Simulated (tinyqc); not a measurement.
One-diode model of a solar cell: two steps of the calculation.

J is the current delivered and Vj = V + J Rs the junction voltage. J = X JL - J01 (exp(Vj/(n1 Vt)) - 1) - Vj/Rp. The photocurrent does not depend on voltage.

Parameters, values chosen for the exercise; values of the order met in cells of cadmium telluride: temperature T = 348 K; photocurrent at one sun JL = 26.5 mA/cm^2; concentration X = 0.1 suns; saturation current of the diode J01 = 6e-12 A/cm^2; ideality factor of the diode n1 = 1.22; series resistance Rs = 0 ohm cm^2; shunt resistance Rp = 30000 ohm cm^2; incident power at one sun Pin = 100 mW/cm^2.

Constants: q = 1.602176634e-19 C, kB = 1.380649e-23 J/K, Vt = kB T/q. Results are converted to the units shown.

Problem 1. New Vj. Open circuit: J(Vj) = 0. G = -dJ/dVj = J01 exp(Vj/(n1 Vt))/(n1 Vt) + 1/Rp. Vj(new) = Vj + J/G.

Vj after iteration 2 = 0.82183317 V

Give: J; G; Vj after iteration 3.

Solution 1.

J = -31.559 mA/cm^2
G = 0.93433 S/cm^2
Vj after iteration 3 = 0.78806 V

Problem 2. Figures of merit. Jsc at V = 0, Voc at J = 0, the maximum power point where J (1 + 2 Rs G) = G Vj with G = -dJ/dVj; FF = Vmp Jmp/(Voc Jsc); efficiency Vmp Jmp/(X Pin). Empirical fill factor without parasitics FF0 = (v - ln(v + 0.72))/(v + 1), v = Voc/(n1 Vt).

Wanted: Jsc; Voc; Vmp; Jmp; FF; efficiency; FF0.

Solution 2.

Jsc = 2.650 mA/cm^2
Voc = 0.7279 V
Vmp = 0.6220 V
Jmp = 2.484 mA/cm^2
FF = 0.8010
efficiency = 15.45 %
FF0 = 0.8073

FF is 0.79 % below FF0. Removing one loss at a time changes the efficiency by: shunt +0.13 points.

Numbers from tinyqc (`OMP_NUM_THREADS=1 python tinyqc.py 2280005 2280006 out.jsonl`; about 0.01 s on one thread of a shared Intel Xeon 2.30GHz).
